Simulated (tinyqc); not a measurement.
Inside a calculation. Model: charge control and current of a heterostructure field-effect transistor. Computed by tinyqc, a small Python program that keeps every step. Command: `OMP_NUM_THREADS=1 python tinyqc.py 3023656 3023657 out.jsonl hemt walk`. One thread of a shared host (Intel(R) Xeon(R) Processor @ 2.30GHz), about 0.01 s of CPU time with the checks. Intermediate numbers are printed to about 5 digits and carried at full precision; extremes and crossings named in words are read from the listed rows.

Two subbands in a triangular well; E_F is counted from the conduction band edge of the channel at the interface.

Inputs (values chosen for the exercise, modelled on AlGaN/GaN):
```
quantity,value,unit
channel mass m,0.2,m_0
permittivity eps (barrier and channel),9.72,-
barrier thickness d,22,nm
Schottky barrier phi_B,1.1,eV
conduction band offset dE_c,0.29,eV
polarisation charge sigma/e,1.1e+13,1/cm^2
gate voltage V_G,0,V
mobility mu,1400,cm^2/(V s)
saturation velocity v_s,1.5,1e7 cm/s
gate length L,100,nm
source resistance R_S,0.53,ohm mm
temperature T,300,K
mixing,0.5,-
iteration cap,200,-
```

Charge source: polarisation. Velocity law: two-piece.

Constants: e = 1.602176634e-19 C; eps_0 = 8.8541878128e-12 F/m; k_B = 8.617333262e-05 eV/K; hbar = 1.054571817e-34 J s; m_0 = 9.1093837015e-31 kg; k_B = 1.380649e-23 J/K.

## Threshold and barrier capacitance

Threshold V_T = phi_B - dE_c - sigma d/(eps eps_0) (in volts); C_b = eps eps_0/d.

threshold voltage V_T = -3.6952 V

barrier capacitance C_b = 0.39119 microfarad/cm^2

The device is normally on.

## First iteration

Charge control: n_s = C_b (V_G - V_T - E_F/e)/e. Well: mean field F = e n_s/(2 eps eps_0), E_i = (hbar^2/2m)^(1/3) [(3 pi e F/2)(i + 3/4)]^(2/3), i = 0, 1; n_s = D k_B T sum_i ln(1 + exp((E_F - E_i)/k_B T)), D = m/(pi hbar^2), which is solved in closed form for E_F. Iteration from n_s = C_b (V_G - V_T)/(2e): E_F from n_s, n_out from the charge control, n_new = n_s + mixing (n_out - n_s), kept above n_s/10; stop when |n_out/n_s - 1| < 1e-9.

starting n_s = 4.5111e+12 1/cm^2

E_0 = 161.29 meV

E_1 = 283.74 meV

E_F = 210.19 meV

n_out = 8.5091e+12 1/cm^2

Caution: a density of n_out would put E_F above the conduction band minimum of the barrier, where parallel conduction sets in.

## Sheet density

The formulas are those given above.

Course of the iteration:
```
iteration,n_s (1/cm^2),E_F (meV),|n_out/n_s - 1|
1,4.5111e+12,210.19,8.8623e-01
2,6.5101e+12,281.42,2.8034e-01
3,7.4226e+12,311.76,1.1296e-01
4,7.8418e+12,325.37,4.9224e-02
5,8.0348e+12,331.57,2.2136e-02
6,8.1238e+12,334.41,1.0092e-02
7,8.1648e+12,335.72,4.6292e-03
...,...,...,...
21,8.1998e+12,336.84,9.0481e-08
22,8.1998e+12,336.84,4.1720e-08
23,8.1998e+12,336.84,1.9236e-08
24,8.1998e+12,336.84,8.8697e-09
25,8.1998e+12,336.84,4.0897e-09
26,8.1998e+12,336.84,1.8857e-09
27,8.1998e+12,336.84,8.6948e-10
```

sheet density n_s = 8.1998e+12 1/cm^2

Converged in 27 iterations.

## Levels and gate capacitance

C_g = e dn_s/dV_G = 1/(1/C_b + 1/C_q), 1/C_q = d(E_F/e)/d(e n_s) by a central difference of +/- 0.1 % in n_s; added distance dd = eps eps_0/C_q.

E_0 = 240.22 meV

E_1 = 422.60 meV

E_F = 336.84 meV

share in the second subband = 0.93787 %

gate capacitance C_g = 0.36295 microfarad/cm^2

added distance dd = 1.7122 nm

C_g is 93 % of C_b: the finite density of states and the rise of E_0 act as 1.7 nm of extra barrier. Caution: E_F lies above the conduction band minimum of the barrier, so electrons would spill into the barrier.

## Saturation current

With V = e n_s/C_g and V_c = v_s L/mu: for v = mu F up to v_s, I/W = C_g v_s V_c (sqrt(1 + (V/V_c)^2) - 1) and V_Dsat = V + V_c - sqrt(V^2 + V_c^2); g_m = dI/dV; extrinsic g_m/(1 + g_m R_S); f_T = g_m/(2 pi C_g L).

V = 3.6197 V

V_c = 0.10714 V

V_Dsat = 0.10556 V

saturation current I/W = 1913.2 mA/mm

intrinsic g_m = 544.18 mS/mm

extrinsic g_m = 422.37 mS/mm

intrinsic f_T = 238.63 GHz

V/V_c = 33.78: velocity saturation rules; I is 97 % of e n_s v_s = 1970 mA/mm.

## Gate length

The formulas are those given above.

Scaling; the last columns are v_s/(2 pi L) and mu V/(2 pi L^2):
```
L (nm),I/W (mA/mm),g_m (mS/mm),extrinsic g_m (mS/mm),f_T (GHz),velocity limit (GHz),mobility limit (GHz)
30,1953.2,544.40,422.50,795.74,795.77,8.9614e+04
60,1935.9,544.34,422.46,397.82,397.89,2.2404e+04
120,1901.9,544.08,422.30,198.82,198.94,5.6009e+03
250,1830.2,542.94,421.61,95.23,95.49,1.2904e+03
500,1700.4,538.56,418.97,47.23,47.75,3.2261e+02
1000,1471.8,522.03,408.90,22.89,23.87,8.0653e+01
2000,1123.4,468.48,375.30,10.27,11.94,2.0163e+01
5000,603.3,304.80,262.41,2.67,4.77,3.2261e+00
```

f_T scales as L^-1.00 at the short end and L^-1.47 at the long end; the two limits cross at L = mu V/v_s = 3380 nm. g_m tends to C_g v_s = 544 mS/mm, and R_S cuts it by 22 % at the shortest gate. Fringe capacitances and short-channel effects, left out, lower f_T once L is below about ten barrier thicknesses.

Checks made by the program: iterated density against a bracketing root search (relative difference 8e-10).
